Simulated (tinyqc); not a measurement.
Three ways to the same curve: density of states of one tight-binding band on the square lattice.

E(k) = -2 t (c1 + c2) - 4 t2 c1 c2 with ci = cos(2 pi ki); k in fractions of the reciprocal vectors, mesh k_i = j/N with j = 0 .. N-1. Densities are per cell and per spin, so the band holds one state.

Each square of the mesh is cut along (i, j)-(i+1, j+1) into two triangles. For corner energies e1 <= e2 <= e3 and eij = ei - ej, the share of the triangle below E is n = (E - e1)^2/(e21 e31) for e1 < E < e2 and n = 1 - (e3 - E)^2/(e31 e32) for e2 < E < e3; its density of states is g = dn/dE.

Gaussian broadening: g(E) = mean over the mesh of exp(-(E - E_k)^2/(2 sigma^2))/(sigma sqrt(2 pi)), n(E) = mean of erfc((E_k - E)/(sigma sqrt 2))/2.

Values chosen for the exercise: t = 1.23 eV (nearest hopping); t2 = 0.21 eV (second hopping); N2 = 24 (mesh points along each axis in this comparison); sigma = 0.369 eV (Gaussian width).

N = N2 here; the reference is the linear method with N = 240.

g(E) (1/eV):

| E (eV) | reference | linear triangles | Gaussian, sigma | Gaussian, sigma/4 | reference n(E) |
|---|---|---|---|---|---|
| -4.865 | 0.053 | 0.054 | 0.053 | 0.061 | 0.045 |
| -3.970 | 0.058 | 0.058 | 0.059 | 0.088 | 0.095 |
| -3.076 | 0.066 | 0.066 | 0.066 | 0.051 | 0.150 |
| -2.181 | 0.075 | 0.076 | 0.076 | 0.063 | 0.213 |
| -1.287 | 0.090 | 0.091 | 0.091 | 0.138 | 0.286 |
| -0.392 | 0.113 | 0.115 | 0.116 | 0.065 | 0.376 |
| 0.503 | 0.172 | 0.179 | 0.181 | 0.162 | 0.498 |
| 1.397 | 0.159 | 0.159 | 0.169 | 0.100 | 0.683 |
| 2.292 | 0.123 | 0.124 | 0.124 | 0.132 | 0.807 |
| 3.186 | 0.107 | 0.106 | 0.107 | 0.109 | 0.909 |

Root-mean-square errors against the reference: 0.0023 for linear triangles, 0.0043 for sigma and 0.0309 for sigma/4. The narrow Gaussian is worse than the wide one, because it resolves the separate mesh levels. The reference is highest at 0.503 eV of the energies listed, and half filling lies between 0.503 and 1.397 eV.

Program tinyqc; command `OMP_NUM_THREADS=1 python tinyqc.py 1681183 1681184 out.jsonl`; about 0.09 s on one thread of a shared Intel(R) Xeon(R) Processor @ 2.30GHz.
